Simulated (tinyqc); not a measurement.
Shallow acceptor in the spherical four-band model: sweeps and comparisons. A value that a table varies takes the place of the one given here.

The ground state 1S3/2 has an L = 0 part f(r) and an L = 2 part g(r). In units of Ry* and a*, with Gaussians f_i = exp(-a_i r^2), g_i = r^2 exp(-a_i r^2), A = a_i + a_j and I(n) = Gamma((n + 1)/2)/(2 A^((n + 1)/2)): S_ff = I(2), S_gg = I(6), H_ff = (6 a_i a_j/A) I(2) - 2 I(1), H_gg = (14 a_i a_j/A) I(6) - 2 I(5), H_fg = -mu [15 I(2) - 20 a_j I(4) + 4 a_j^2 I(6)]; each function is then normalised. The split-off band is left out.

Converged values use 22 exponents 2.2^i, i = -7 to 14, for f and for g.

Units Ry* = Ry/(g1 eps^2) and a* = a0 eps g1; mu = (6 g3 + 4 g2)/(5 g1) is the spherical heavy-light coupling and delta = (g3 - g2)/g1 the cubic term, which is left out.

Constants: Ry = 13.60569312 eV; a0 (Bohr radius) = 0.5291772105 angstrom.

Inputs chosen for the exercise (near those of a shallow acceptor in GaP, where the small spin-orbit splitting and strong warping make this model rough; shifted at random, so the results belong to these values and not to a real crystal):
- mus = (0.16, 0.28, 0.51, 0.65, 0.77, 0.81, 0.92) (couplings)
- rc = 1.3 angstrom (radius of the central cell)
- Vs = (2, 0, -0.5, -1.5, -2.5, -3.5) eV (central-cell strengths)
- g1 = 4.05 (Luttinger gamma1)
- g2 = 0.49 (gamma2)
- g3 = 1.25 (gamma3)
- eps = 11.1 (dielectric constant)

## Strength of the heavy-light coupling

Ry* = 27.2659 meV

Converged values in Ry* and a*; the heavy-mass hydrogen model gives 1/(1 - mu).

Results:
```
mu    binding (Ry*)  1/(1 - mu)  ratio  L = 2 weight  <r> (a*)  binding (meV)
0.16          1.024       1.190  0.860         0.011     1.471           27.9
0.28          1.076       1.389  0.775         0.034     1.410           29.3
0.51          1.315       2.041  0.644         0.114     1.187           35.8
0.65          1.653       2.857  0.579         0.190     0.970           45.1
0.77          2.296       4.348  0.528         0.274     0.720           62.6
0.81          2.695       5.263  0.512         0.307     0.621           73.5
0.92          5.863      12.500  0.469         0.408     0.298          159.9
```

The binding starts as 1 + O(mu^2), 1.024 at mu = 0.16, since the coupling enters in second order, and reaches 5.86 at mu = 0.92. The ratio to the heavy-mass model falls from 0.86 to 0.47, towards about 0.44 as mu goes to 1: the bound hole is only partly heavy. The L = 2 weight grows to 0.41 and the radius shrinks by a factor 4.9.

## Central-cell correction

mu = 0.46716
a* = 23.789 angstrom

A short-range term V exp(-r^2/rc^2) is added (negative: attracts the hole); its elements are V S (A/(A + 1/rc^2))^(3/2) for f and ^(7/2) for g, in the same units.

Results:
```
V (eV)  1S binding (meV)  2S binding (meV)  <r> (angstrom)  L = 2 weight
2.0                 33.2              9.18            30.3         0.095
0.0                 34.1              9.29            29.5         0.095
-0.5                34.4              9.33            29.3         0.096
-1.5                35.0              9.40            28.8         0.096
-2.5                35.7              9.49            28.2         0.097
-3.5                36.5              9.59            27.6         0.097
```

From V = 0 to -3.5 eV the 1S binding grows by 2.4 meV (7 %) and the 2S binding by 0.29 meV, so the chemical shift sits mainly in the ground state. A repulsion of 2 eV removes 0.9 meV. The slope is 0.83 meV per eV over the last step against 0.45 on the repulsive side, since attraction pulls the state into the cell; over this range the level stays shallow.

## What each parameter does

Converged values. Each row changes one parameter from the base and keeps the others.

Results:
```
case          mu  Ry* (meV)  binding (meV)  <r> (angstrom)
base       0.467      27.27          34.09            29.5
g1 = 4.37  0.433      25.27          30.49            32.8
g2 = 0.42  0.453      27.27          33.59            29.9
g3 = 1.15  0.438      27.27          33.05            30.3
eps = 12   0.467      23.33          29.16            31.9
```

The largest shifts from the base row, up to three for each result and ties (the steps differ in size, so this ranks the rows, not the parameters). mu: g1 -0.034, g3 -0.030, g2 -0.014; unchanged at the printed digits by eps. Ry* (meV): eps -3.94, g1 -2.00; unchanged at the printed digits by g2 and g3. binding (meV): eps -4.92, g1 -3.59, g3 -1.03. <r> (angstrom): g1 +3.3, eps +2.4, g3 +0.8. g1 acts twice: it lowers Ry* and it lowers mu.

(tinyqc, `OMP_NUM_THREADS=1 python tinyqc.py 1252187 1252188 out.jsonl`, Intel(R) Xeon(R) Processor @ 2.30GHz, 1 thread, shared host, about 0.07 s.)
